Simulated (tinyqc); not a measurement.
Comparisons within one model: polytypes by hexagonality, and a cubic inclusion as a quantum well. A value that a table varies takes the place of the one given here.

Gap: E3 + (Es - E3) h/hs for h up to hs, then linear from Es to E2 at h = 1. Valence top Ev2 h and polarisation P2 h, both counted from 3C; Ec = Ev + gap.

A cubic inclusion of width L = N d in the host (h = 0.3333) is a well of depth V = Ec(host) - Ec(3C). Square well with mass mismatch: k tan(k L/2) = (m_w/m_b) q, k = sqrt(m_w E/c), q = sqrt(m_b (V - E)/c), c = hbar^2/2m0, lowest root. The depth of the level, V - E, is its binding, and the transition to the valence top of the host is gap(host) - (V - E). The step in polarisation gives a field |F| = |P|/(eps eps0) in a thin inclusion, eps0 = 8.8541878e-12 F/m.

Constants: hbar^2/2m0 = 3.80998211 eV angstrom^2.

Inputs chosen for the exercise (of the order of those of SiC; not measured data):
- E3 = 2.413 eV (gap of the cubic polytype)
- E2 = 3.347 eV (gap of 2H)
- Ev2 = 0.136 eV (valence top of 2H above that of 3C)
- P2 = -0.0431 C/m^2 (spontaneous polarisation of 2H)
- Es = 3.297 eV (gap at the hexagonality hs)
- hs = 0.5 (hexagonality up to which the first line holds)
- m = (0.29, 0.338) m0 (electron mass along c in the cubic layer and in the host)
- d = 2.518 angstrom (thickness of a double layer)
- eps = 10 (dielectric constant)
- N = 3 (double layers in the cubic inclusion)

## Width of the inclusion

Without the field: square well. With it, the potential inside is |F| (z - L/2), the host conduction edge lies at V - |F| L/2 on one side and V + |F| L/2 on the other, and the lowest level E_F is found by finite differences (step 0.25 angstrom, wide box, good to about 1 meV). Holes sit in the host on the high side, so the transition is gap(host) - V + E_F - |F| L/2. A dash: bound by less than 2 meV or not at all.

Results:
```
N   L (angstrom)  depth (eV)  transition (eV)  depth below the low side, with field (eV)  transition with field (eV)
1           2.52       0.050            2.952                                      0.032                       2.930
2           5.04       0.153            2.849                                      0.115                       2.805
3           7.55       0.252            2.750                                      0.194                       2.685
4          10.07       0.330            2.672                                      0.253                       2.585
6          15.11       0.433            2.569                                      0.321                       2.436
8          20.14       0.493            2.509                                      0.350                       2.326
12         30.22       0.554            2.448                                      0.364                       2.148
```

What can be read from the table?

The square well binds a level even at N = 1 (50 meV), as any symmetric one-dimensional well does; the depth grows to 554 of 635 meV, and the transition tends to E3 - Ev(host) = 2.368 eV. With the field the level is bound by 2 meV or more for N = 1, 2, 3, 4, 6, 8 and 12, and the transition is lowered by 22 meV at N = 1 and 299 meV at N = 12, where |F| L/2 = 245 meV. Free carriers or surface charge screen the field and the step between the two sides, and the attraction to the hole, left out here, binds the electron further.

## The same inclusion in several hosts

h from the stacking: 8H 1/4, 6H 1/3, 15R 2/5, 4H 1/2, 9R 2/3, 2H 1. V = Ec(host) - Ec(3C); square-well level from k tan(k L/2) = (m_w/m_b) q, k = sqrt(m_w E/c), q = sqrt(m_b (V - E)/c), L = N d; |F| = |P|/(eps eps0), eps0 = 8.8541878e-12 F/m.

Results:
```
host      h  gap (eV)  V (eV)  depth (eV)  |F| (MV/cm)
8H    0.250     2.855   0.476       0.161         1.22
6H    0.333     3.002   0.635       0.252         1.62
15R   0.400     3.120   0.762       0.332         1.95
4H    0.500     3.297   0.952       0.460         2.43
9R    0.667     3.314   0.991       0.488         3.25
2H    1.000     3.347   1.070       0.544         4.87
```

How do the results move?

From 8H to 4H the well deepens by a factor of 2.00 and the bound level by 2.86, between the limits of a wide well (as V) and a thin one (as V^2); in 4H the level keeps 48 % of V; from 4H to 2H the gap gains only 50 meV while the field doubles. The depths leave the field out, although its drop |F| L reaches 368 meV in 2H.

## What each parameter does

Well depth, depth of the level, transition without the field and field. Each row changes one parameter from the base and keeps the others.

Results:
```
case                   V (eV)  depth (eV)  transition (eV)  |F| (MV/cm)
base                   0.6347      0.2520           2.7503        1.623
N = 4                  0.6347      0.3299           2.6724        1.623
Ev2 = 0.166 eV         0.6447      0.2581           2.7442        1.623
E3 = 2.393 eV          0.6480      0.2601           2.7355        1.623
E2 = 3.377 eV          0.6347      0.2520           2.7503        1.623
P2 = -0.056 C/m^2      0.6347      0.2520           2.7503        2.108
eps = 11               0.6347      0.2520           2.7503        1.475
m = (0.348, 0.338) m0  0.6347      0.2588           2.7435        1.623
```

How do the results move?

The largest shifts from the base row, up to three for each result and ties (the steps differ in size, so this ranks the rows, not the parameters). V (eV): E3 +0.0133, Ev2 +0.0100; unchanged at the printed digits by N, E2, P2, eps and m. depth (eV): N +0.0779, E3 +0.0081, m +0.0068; unchanged at the printed digits by E2, P2 and eps. transition (eV): N -0.0779, E3 -0.0148, m -0.0068; unchanged at the printed digits by E2, P2 and eps. |F| (MV/cm): P2 +0.486, eps -0.148; unchanged at the printed digits by N, Ev2, E3, E2 and m.

Computed by tinyqc, a small Python program: `OMP_NUM_THREADS=1 python tinyqc.py 1850108 1850109 out.jsonl` (the numbers bound the seed that draws the inputs); one thread of a shared host (Intel(R) Xeon(R) Processor @ 2.30GHz), about 0.04 s for the whole set of steps.
